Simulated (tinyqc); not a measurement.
# ESD clamp with bipolar snapback, compact model and design window: effects of single changes

The drain junction multiplies the current that enters it: Igen = (M - 1)(Ic + I0), M = 1/(1 - (Vj/BV)^n). The generated holes leave through the substrate resistance and the base of the parasitic npn: Igen = Vb/Rb + Ic/be, Ic = Is exp(Vb/Vt). Terminal current I = Ic + I0 + Igen and voltage V = Vj + I Ro, per width. Isothermal, constant gain.

Parameters, values chosen for the exercise; values close to those of grounded-gate n-channel clamps: temperature T = 300 K; junction breakdown voltage BV = 6.2 V; exponent of the multiplication n = 3; current gain of the parasitic npn be = 4.6; saturation current Is = 1.2e-17 A/um; junction leakage I0 = 1.4e-12 A/um; substrate resistance Rb = 7500 ohm um; drain ballast and contact resistance Ro = 120 ohm um; failure current for 100 ns It2 = 10.7 mA/um.

Constants: q = 1.602176634e-19 C, kB = 1.380649e-23 J/K, Vt = kB T/q. Results are converted to the units shown.

Each table varies one quantity; the others keep the values above.

## Failure current against pulse length

Power to failure goes as 1/t for pulses shorter than ta = 12 ns (adiabatic) and as 1/sqrt(t) beyond: Pf = P100 sqrt(100 ns/t) for t > ta and Pf(ta) ta/t below, with P100 = Vt2 It2 at 100 ns. The failure current solves V I = Pf on the curve (I(Vb), V(Vb)). For given Vb: Ic, Igen, M = 1 + Igen/(Ic + I0), Vj = BV (1 - 1/M)^(1/n), I and V. Vt1 is the maximum of V along the curve, Vh the following minimum, Vt2 the voltage at I = It2.

Failure current against pulse length:

| t (ns) | Pf (mW/um) | failure current (mA/um) | V at failure (V) | energy (nJ/um) |
|---|---|---|---|---|
| 1 | 1792 | 108.5 | 16.52 | 1.792 |
| 2 | 895.8 | 73.04 | 12.26 | 1.792 |
| 5 | 358.3 | 41.95 | 8.541 | 1.792 |
| 10 | 179.2 | 26.67 | 6.716 | 1.792 |
| 20 | 115.6 | 19.66 | 5.883 | 2.313 |
| 50 | 73.14 | 14.02 | 5.218 | 3.657 |
| 100 | 51.72 | 10.70 | 4.833 | 5.172 |
| 200 | 36.57 | 8.064 | 4.535 | 7.314 |
| 500 | 23.13 | 5.437 | 4.254 | 11.56 |

Read the table: what changes, and by how much?

The failure current falls from 108 to 5.44 mA/um, as t^(-0.57) at the start and t^(-0.43) at the end, more slowly than the power since V rises with I. The voltage at failure falls from 16.5 to 4.25 V.

## Effect of the exponent of the multiplication

Same model as above.

It1 and Ih are the currents at Vt1 and Vh.

Results:

| n | Vt1 (V) | It1 (uA/um) | Vh (V) | Ih (uA/um) | Vt2 (V) | Vt2 - Vt1 (V) |
|---|---|---|---|---|---|---|
| 2 | 6.208 | 70.80 | 3.175 | 2218 | 3.970 | -2.238 |
| 2.5 | 6.208 | 71.62 | 3.650 | 2133 | 4.459 | -1.749 |
| 3 | 6.208 | 72.28 | 4.008 | 2040 | 4.833 | -1.375 |
| 4 | 6.208 | 73.33 | 4.507 | 1865 | 5.365 | -0.8438 |
| 4.5 | 6.208 | 73.77 | 4.686 | 1787 | 5.559 | -0.6498 |
| 5 | 6.208 | 74.15 | 4.835 | 1716 | 5.721 | -0.4879 |
| 5.5 | 6.209 | 74.50 | 4.959 | 1651 | 5.858 | -0.3509 |
| 6 | 6.209 | 74.82 | 5.065 | 1591 | 5.975 | -0.2335 |

Estimate the missing row, n = 3.5.

Computed row:

| n | Vt1 (V) | It1 (uA/um) | Vh (V) | Ih (uA/um) | Vt2 (V) | Vt2 - Vt1 (V) |
|---|---|---|---|---|---|---|
| 3.5 | 6.208 | 72.85 | 4.286 | 1950 | 5.128 | -1.081 |

With this row back in the table: As n goes from 2 to 6, Vt1 stays near 6.21 V, It1 rises from 70.8 to 74.8 uA/um, Vh rises from 3.18 to 5.06 V and Vt2 rises from 3.97 to 5.98 V. Vt2 exceeds Vt1, the condition for all fingers to turn on, in 0 of the 9 rows.

## Effect of the current gain of the parasitic npn

Same model as above.

Effect of the current gain of the parasitic npn:

| be | Vt1 (V) | It1 (uA/um) | Vh (V) | Ih (uA/um) | Vt2 (V) | Vt2 - Vt1 (V) |
|---|---|---|---|---|---|---|
| 1 | 6.208 | 72.31 | 5.209 | 1160 | 6.223 | 0.01446 |
| 1.7 | 6.208 | 72.29 | 4.810 | 1434 | 5.764 | -0.4443 |
| 2.9 | 6.208 | 72.29 | 4.377 | 1745 | 5.264 | -0.9440 |
| 4.9 | 6.208 | 72.28 | 3.960 | 2082 | 4.776 | -1.432 |
| 8.2 | 6.208 | 72.28 | 3.587 | 2439 | 4.330 | -1.879 |
| 14 | 6.208 | 72.28 | 3.257 | 2827 | 3.922 | -2.287 |
| 24 | 6.208 | 72.28 | 2.990 | 3221 | 3.578 | -2.631 |
| 40 | 6.208 | 72.28 | 2.797 | 3579 | 3.316 | -2.892 |

Read the table: what changes, and by how much?

As be goes from 1 to 40, Vt1 stays near 6.21 V, It1 stays near 72.3 uA/um, Vh falls from 5.21 to 2.80 V and Vt2 falls from 6.22 to 3.32 V. Vt2 exceeds Vt1, the condition for all fingers to turn on, in 1 of the 8 rows. A higher gain needs less multiplication to hold, so Vh falls.

tinyqc, about 0.01 s, one thread, Intel Xeon 2.30GHz (shared host): `OMP_NUM_THREADS=1 python tinyqc.py 2670036 2670037 out.jsonl`
